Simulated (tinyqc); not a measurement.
Long-channel MOSFET, surface-potential model: one step of the calculation.

n-channel transistor on a uniformly doped p-type body, gradual-channel approximation, constant mobility, Boltzmann statistics, full ionisation. Potentials are counted from the neutral body; V is the electron quasi-Fermi potential, Vsb at the source and Vsb + Vds at the drain. Charges are magnitudes per area.

Question. Charges and current of the charge-sheet model. psi_0 and psi_L solve Vgs + Vsb - Vfb - psi = gamma sqrt(G) at V = Vsb and Vsb + Vds. Qi = Cox gamma [sqrt(G) - sqrt(psi - Vt)], G = psi - Vt + Vt exp((psi - 2 phiF - V)/Vt), at both ends. With U = Vgs + Vsb - Vfb: drift = mu (W/L) Cox [U (psi_L - psi_0) - (psi_L^2 - psi_0^2)/2 - (2/3) gamma ((psi_L - Vt)^1.5 - (psi_0 - Vt)^1.5)]; diffusion = mu (W/L) Vt (Qi0 - QiL).

Inputs (values chosen for the exercise); material values close to those of silicon: temperature T = 293 K; flat-band voltage Vfb = -0.74 V; channel mobility mu = 190 cm^2/(V s); gate width W = 5 um; gate length L = 1 um; source-body reverse bias Vsb = 0.5 V; gate-source voltage Vgs = -0.02 V; drain-source voltage Vds = 0.2 V.

Constants: q = 1.602176634e-19 C, kB = 1.380649e-23 J/K, Vt = kB T/q. Results are converted to the units shown.

psi_0 = 1.1683918 V
psi_L = 1.1687073 V
phiF = 0.34125773 V
Cox = 0.90650018 uF/cm^2
gamma = 0.047967177 V^0.5

Wanted: Qi0; QiL; drift current; diffusion current; drain current.

Answer.

Qi0 = 0.2925 nC/cm^2
QiL = 1.078e-4 nC/cm^2
drift current = 4.386e-5 uA
diffusion current = 0.007014 uA
drain current = 0.007058 uA

Drift carries 0.621 % of the current. The drain end is pinched off: its charge is under 1 % of that at the source.

Program tinyqc, `OMP_NUM_THREADS=1 python tinyqc.py 2360008 2360009 out.jsonl`; Intel Xeon 2.30GHz, shared host, one thread, about 0.04 s.
